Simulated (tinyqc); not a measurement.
# Short-channel transistor, virtual-source model with series resistance, step by step

Program tinyqc, `OMP_NUM_THREADS=1 python tinyqc.py 2380095 2380096 out.jsonl`; Intel Xeon 2.30GHz, shared host, one thread, about 0.01 s. Printed values are rounded.

The current per gate width is the charge at the top of the source barrier (the virtual source) times its velocity times a saturation function; al and be are fitting constants of the model. Units: I in uA/um, Rs in ohm um, so I Rs = 1e-6 I Rs in volts; Q in uC/cm^2, so I = 1e-4 Q vx0 Fsat with vx0 in cm/s.

Values chosen for this exercise: temperature T = 325 K; inversion capacitance Cinv = 1.93 uF/cm^2; velocity at the virtual source vx0 = 1.11e7 cm/s; apparent mobility mu = 370 cm^2/(V s); channel length L = 16 nm; threshold at zero drain voltage VT0 = 0.5 V; drain-induced barrier lowering dl = 0.175 V/V; subthreshold factor n0 = 1.54; growth of n with drain voltage nd = 0.05 1/V; threshold shift (in units of Vt) from weak to strong inversion al = 3.5; sharpness of saturation be = 1.8; series resistance of each contact Rs = 200 ohm um; gate voltage Vgs = 1.2 V; drain voltage Vds = 1.2 V.

Constants: q = 1.602176634e-19 C, kB = 1.380649e-23 J/K, Vt = kB T/q. Results are converted to the units shown.

## Iteration 1: current through the series resistance

I at the start = 0 uA/um

Intrinsic voltages Vg' = Vgs - I Rs, Vd' = Vds - 2 I Rs. n = n0 + nd Vd', VT = VT0 - dl Vd', Ff = 1/(1 + exp((Vg' - VT + al Vt/2)/(al Vt))), Q = Cinv n Vt ln(1 + exp((Vg' - VT + al Vt Ff)/(n Vt))), Vdsat = (vx0 L/mu)(1 - Ff) + Vt Ff, Fsat = u/(1 + u^be)^(1/be) with u = Vd'/Vdsat, and I(out) = Q vx0 Fsat per width. (Fsat takes the sign of u.) Newton step: I(new) = I + (I(out) - I)/(1 - s), s = dI(out)/dI by a central difference with +/- 0.001 uA/um.

Vg' = 1.2 V
Vd' = 1.2 V
VT = 0.29 V
Ff = 5.63645e-5
Q = 1.75631 uC/cm^2
Vdsat = 0.0479989 V
Fsat = 0.998312
I(out) = 1946.21 uA/um
s = -0.579382
I after iteration 1 = 1232.26 uA/um

## Iteration 2: current through the series resistance

As before.

Vg' = 0.953547 V
Vd' = 0.707095 V
VT = 0.376258 V
Ff = 0.00167650
Q = 1.11448 uC/cm^2
Vdsat = 0.0479665 V
Fsat = 0.995648
I(out) = 1231.69 uA/um
s = -0.580369
I after iteration 2 = 1231.90 uA/um

## Course of the iteration: current through the series resistance

Stop when I changes by less than 1e-7 uA/um, or after 80 iterations.

Course of the iteration:

| iteration | I (uA/um) | \|change\| (uA/um) |
|---|---|---|
| 1 | 1232.26 | 1230 |
| 2 | 1231.90 | 0.360 |
| 3 | 1231.90 | 3.09e-8 |

Converged in 3 iterations. The change falls from 1200 in the first iteration to below the tolerance in the last.

## What the series resistance costs

converged I = 1231.90 uA/um
I0 = 1946.21 uA/um

Intrinsic voltages Vg' = Vgs - I Rs, Vd' = Vds - 2 I Rs. n = n0 + nd Vd', VT = VT0 - dl Vd', Ff = 1/(1 + exp((Vg' - VT + al Vt/2)/(al Vt))), Q = Cinv n Vt ln(1 + exp((Vg' - VT + al Vt Ff)/(n Vt))), Vdsat = (vx0 L/mu)(1 - Ff) + Vt Ff, Fsat = u/(1 + u^be)^(1/be) with u = Vd'/Vdsat, and I = Q vx0 Fsat per width. I0 is the current for Rs = 0. Effective velocity I/Q; transit time L Q/I.

loss against I0 = 36.7026 %
effective velocity = 1.10517e7 cm/s
transit time = 0.144774 ps

The carriers leave the virtual source at 99.6 % of vx0: the device is in saturation.
